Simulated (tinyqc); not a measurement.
Mobility, diffusion coefficient and lifetime from two collectors.

Problem. For an injected sheet in a field F the peak time tp at distance L obeys u^2 tp^2 + 2 D tp = L^2 with u^2 = v^2 + 4 D/tau, and the pulse area goes as exp(L (v - u)/(2 D)); v = mu F. Find u, D, mu and tau without using the Einstein relation.

Parameters, values chosen for the exercise: sweep field along the drift F = 7.8 V/cm.

distances (um): [3000, 6500]
peak times (us): [9.54321290, 20.7765075]
ratio of the areas, far over near = 0.130324370

Solution. The two peak times give two linear equations for u^2 and D; the area ratio gives v - u, and u^2 - v^2 = 4 D/tau gives tau.

u = 3.116e4 cm/s
D = 83.37 cm^2/s
mu = 3870 cm^2/(V s)
tau = 5.600e-6 s

Program tinyqc, `OMP_NUM_THREADS=1 python tinyqc.py 2310130 2310131 out.jsonl`; Intel Xeon 2.30GHz, shared host, one thread, about 0.01 s.
